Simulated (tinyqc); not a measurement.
MOS inversion layer, Poisson-Schroedinger loop: effect of the sheet density of depletion charge.

Electrons confined at an insulator interface at z = 0, treated as a hard wall; parabolic valleys, Hartree approximation, no image or exchange terms. The depletion charge lies far deeper than the electrons and gives a uniform field q Nd/(eps0 eps_r); the gate balances all charge. Energies are counted from the band edge at the interface.

Schroedinger equation -(C/mz) psi'' + (V0 + U + dE for set B) psi = E psi, C = hbar^2/(2 m0), psi(0) = 0, on a uniform mesh of 800 nodes with a far wall at 140 nm, 8 levels a set; V0 = q Nd z/(eps0 eps_r); dU/dz = q (Ns - integral of n from 0 to z)/(eps0 eps_r), U(0) = 0; N_k = g md m0 q Vt/(pi hbar^2) ln(1 + exp((EF - E_k)/Vt)), g the number of valleys of the set, sum N_k = Ns. Triangular well: E_k = a_k (C F^2/mz)^(1/3), a_1 = 2.338107, a_2 = 4.087949, C = hbar^2/(2 m0), F in eV/nm. Fang-Howard (all electrons in the lowest level of set A): b^3 = 6 (mz1/C) q (Nd + 11 Ns/32)/(eps0 eps_r), centroid 3/b, level C b^2/(4 mz1) + (3/b) q (Nd + 11 Ns/16)/(eps0 eps_r). The centroid adds 3.9 z_av/eps_r to an oxide-equivalent thickness.

Inputs (values chosen for the exercise); masses and permittivity close to those of silicon (100):
- T = 400 K (temperature)
- eps_r = 11.6 (relative permittivity)
- mz1 = 0.929 m0 (mass along z of valley set A (2 valley(s)))
- md1 = 0.187 m0 (in-plane density-of-states mass of set A)
- mz2 = 0.189 m0 (mass along z of valley set B (4 valley(s)))
- md2 = 0.419 m0 (in-plane density-of-states mass of set B)
- Ns = 4.2e11 cm^-2 (sheet density of electrons)
- dE = 0.1 eV (extra shift of set B (strain))

Constants: q = 1.602176634e-19 C, kB = 1.380649e-23 J/K, hbar = 1.054571817e-34 J s, m0 = 9.1093837015e-31 kg, Vt = kB T/q, eps0 = 8.8541878128e-14 F/cm where lengths are in cm, hbar^2/(2 m0) = 0.0380998212 eV nm^2. Results are converted to the units shown.

Effect of the sheet density of depletion charge:
columns A: Nd (cm^-2); B: A1 (meV); C: B1 (meV); D: EF (meV); E: share of A1 (%); F: share of set A (%); G: centroid z_av (nm); H: added oxide equivalent (nm); I: Fang-Howard centroid (nm)
```
A          B    C      D     E     F     G      H     I
1e11    30.5  148  -98.9  29.7  89.3  8.55   2.87  3.64
1.7e11  33.3  153  -92.4  33.0  90.3  7.23   2.43  3.35
3.1e11  38.6  162  -81.1  39.2  91.5  5.65   1.90  2.96
5.3e11  46.3  175  -66.5  47.6  92.6  4.30   1.45  2.60
9.4e11  59.4  197  -45.4  59.9  93.9  3.09   1.04  2.22
1.6e12  78.0  229  -19.8  72.9  95.4  2.26  0.761  1.89
2.9e12   110  283   17.8  86.2  97.3  1.65  0.556  1.57
5e12     153  358   64.5  94.6  98.8  1.29  0.435  1.32
```

As Nd goes from 1e11 to 5e12, A1 rises from 30.5 to 153 meV, the share of A1 rises from 29.7 to 94.6 % and the centroid falls from 8.55 to 1.29 nm. A1 goes as Nd^(0.61) between the last two rows (a triangular well in the field of that charge alone gives 2/3). The Fang-Howard centroid is 57 % below the full one in the first row, where A1 holds 29.7 %, and 2.1 % above it in the last, where A1 holds 94.6 %. For Nd = 1e11, 1.7e11, 3.1e11, 5.3e11 the eighth level of a set still holds over 0.4 % of the electrons, so more levels and a farther wall would raise the centroid.

Program tinyqc, `OMP_NUM_THREADS=1 python tinyqc.py 2160052 2160053 out.jsonl`; Intel Xeon 2.30GHz, shared host, one thread, about 0.6 s.
